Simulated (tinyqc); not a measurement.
# Koster-Slater impurity in a tight-binding band, by Green functions and by supercells, step by step

A worked calculation. Computed by tinyqc, a small Python program that keeps every step. Command: `OMP_NUM_THREADS=1 python tinyqc.py 3001474 3001475 out.jsonl kosterslater walk`. One thread of a shared host (Intel(R) Xeon(R) Processor @ 2.30GHz), about 0.04 s of CPU time with the checks. Intermediate numbers are printed to about 6 digits and carried at full precision; extremes and crossings named in words are read from the listed rows.

One orbital per site, e(k) = -2 t sum cos(k_i) over 2 direction(s), band from -4 t to 4 t, lattice constant 1. One site has the extra energy U. Spin is left out.

Inputs (values chosen for the exercise, for a model band):
```
quantity                   value      unit
hopping t                    1.8        eV
impurity potential U       -10.3        eV
supercell edge N               3     sites
energy inside the band E  -0.548        eV
broadening eta              0.27        eV
impurity concentration c  0.0001  per site
```

Lattice: square.

Constants: hbar = 6.582119569e-16 eV s.

## The host Green function outside the band

Outside the band G0(E) = (2/(pi E)) K(m), m = 16 t^2/E^2, K the complete elliptic integral with parameter m. A bound state solves 1/U = G0(E). Energies: 0.05, 0.2, 0.5, 1, 2, 4 and 8 t beyond the band edge on the side of U, rounded to four digits.

Scan on the side of U:
```
E (eV)  G0 (1/eV)  1/U - G0 (1/eV)
-7.29   -0.284161         0.187074
-7.56   -0.219991         0.122903
-8.10   -0.175686         0.078599
-9.00   -0.141139         0.044051
-10.80  -0.106673         0.009586
-14.40  -0.074527        -0.022561
-21.60  -0.047669        -0.049418
```

G0 diverges at the band edge, so any U binds a state, exponentially weakly when U is small.

## The bound state

Bisection in ln(distance from the edge) between 1e-5 t and |U| + t. Weight on the impurity site: -1/(U^2 dG0/dE), by a central difference with step min(1e-4 t, distance/30). Decay length along an axis: 1/arccosh(1 + distance/(2 t)).

level E_b = -11.5918 eV

distance from the band edge = 4.39178 eV

weight on the impurity site = 0.869052

decay length = 0.696604 sites

The state is compact: most of it sits on the impurity.

## Green function inside the band

Inside the band G0(z), z = E + i eta, comes from the chain form 1/(sqrt(y - 2t) sqrt(y + 2t)) (principal roots) at y = z + 2 t cos k, averaged over k in (0, pi) with 200 Gauss-Legendre points.

G0(E + i eta) = -0.098881-0.340832i 1/eV

## Scattering

T = U/(1 - U G0); phase shift delta = -arg(1 - U G0) in (-pi, pi]; host density of states -Im G0/pi; on the impurity -Im[G0/(1 - U G0)]/pi; lifetime of a band state hbar/(-2 c Im T).

T matrix = 0.01544-2.93392i eV

phase shift delta = 1.57606 rad

host density of states = 0.108490 1/eV

density of states on the impurity = 0.00880285 1/eV

scattering lifetime = 1121.73 fs

The Born approximation would take Im T = U^2 Im G0 = -36.2 eV, 12.3 times the full value.

## The supercell Hamiltonian at Gamma

H_ij = -t for each bond from i to j, images included (two bonds add when N = 2); H_11 = U; sites are numbered with the last coordinate running fastest. Diagonalise.

H (eV):
```
       1     2     3     4     5     6     7     8
1  -10.3  -1.8  -1.8  -1.8   0.0   0.0  -1.8   0.0
2   -1.8   0.0  -1.8   0.0  -1.8   0.0   0.0  -1.8
3   -1.8  -1.8   0.0   0.0   0.0  -1.8   0.0   0.0
4   -1.8   0.0   0.0   0.0  -1.8  -1.8  -1.8   0.0
5    0.0  -1.8   0.0  -1.8   0.0  -1.8   0.0  -1.8
6    0.0   0.0  -1.8  -1.8  -1.8   0.0   0.0   0.0
7   -1.8   0.0   0.0  -1.8   0.0   0.0   0.0  -1.8
8    0.0  -1.8   0.0   0.0  -1.8   0.0  -1.8   0.0
9    0.0   0.0  -1.8   0.0   0.0  -1.8  -1.8  -1.8

      9
1   0.0
2   0.0
3  -1.8
4   0.0
5   0.0
6  -1.8
7  -1.8
8  -1.8
9   0.0
```

levels (eV): -11.8323  -5.5840  -1.8000  -1.8000  -1.8000  1.7163  3.6000  3.6000  3.6000

## The level in the supercell

In a periodic cell of N sites along each direction with Bloch vector K, the level solves 1/U = N^-d sum_k 1/(E - e(k)), k_i = (2 pi m_i + K_i)/N, m_i = 0..N-1; the outermost root on the side of U is taken (bisection). d is the number of directions. Gamma means K_i = 0, the zone corner K_i = pi, the quarter point K_i = pi/2. The error is measured against the isolated level E_b.

level at Gamma = -11.8323 eV

level at the corner = -11.3547 eV

level at the quarter point = -11.5896 eV

error at Gamma = -0.240494 eV

width between Gamma and the corner = 0.477597 eV

Images turn the level into a band 0.478 eV wide; the quarter point misses the isolated level by 0.0022 eV, far less than Gamma, because the leading hopping between images averages out there.

## Convergence with cell size

Even N; errors against the isolated level E_b, set to 0 below 1e-6 t.

Error of the level (eV):
```
N   sites         Gamma       corner  quarter point
2       4  -1.13332e+00  1.29178e+00    4.81365e-02
4      16  -5.01899e-02  4.81365e-02    1.07887e-04
6      36  -2.25626e-03  2.21196e-03              0
8      64  -1.08523e-04  1.07887e-04              0
12    144             0            0              0
16    256             0            0              0
```

The error at Gamma falls exponentially, between the last two resolved rows by exp(-1.517) per site against 1/(decay length) = 1.436; the rest is the power-law prefactor of the Green function. Gamma and the corner err in opposite directions. Among the sizes listed an error below 1 meV is first reached at N = 8 at Gamma; at the quarter point N = 4 is enough.

## Phase shift across the band

delta/pi = -arg(1 - U G0)/pi counts the states added below E (Friedel); host DOS = -Im G0/pi, DOS on the impurity = -Im[G0/(1 - U G0)]/pi; 13 evenly spaced energies from -(band edge + |U| + 2t) to +(band edge + |U| + 2t).

Across the spectrum:
```
E (eV)    Re G0 (1/eV)  host DOS (1/eV)  DOS on the impurity (1/eV)  delta/pi
-21.1000     -0.048862         0.000212                   0.0008588  0.004394
-17.5833     -0.059493         0.000319                   0.0021287  0.008494
-14.0667     -0.076547         0.000547                   0.0121465  0.026592
-10.5500     -0.110021         0.001256                   0.0647342  0.905768
-7.0333      -0.230244         0.031362                   0.0107740  0.797227
-3.5167      -0.142310         0.060654                   0.0149062  0.574171
0.0000        0.000000         0.131392                   0.0068877  0.426469
3.5167        0.142310         0.060654                   0.0061068  0.213991
7.0333        0.230244         0.031362                   0.0025298  0.093066
10.5500       0.110021         0.001256                   0.0002758  0.006062
14.0667       0.076547         0.000547                   0.0001712  0.003153
17.5833       0.059493         0.000319                   0.0001228  0.002040
21.1000       0.048862         0.000212                   0.0000938  0.001452
```

delta/pi starts and ends near zero (+0.004 and +0.001): the impurity moves states but creates none. delta/pi rises at the bound state below the band (-11.592 eV), reaches 0.91 among these rows (1 in the limit of small eta, just above the level) and is paid back by the top of the band.

Checks made by the program: G0 at the level by a direct sum over directions (relative difference below 1e-10); diagonalisation against the k sum (relative difference below 1e-10).
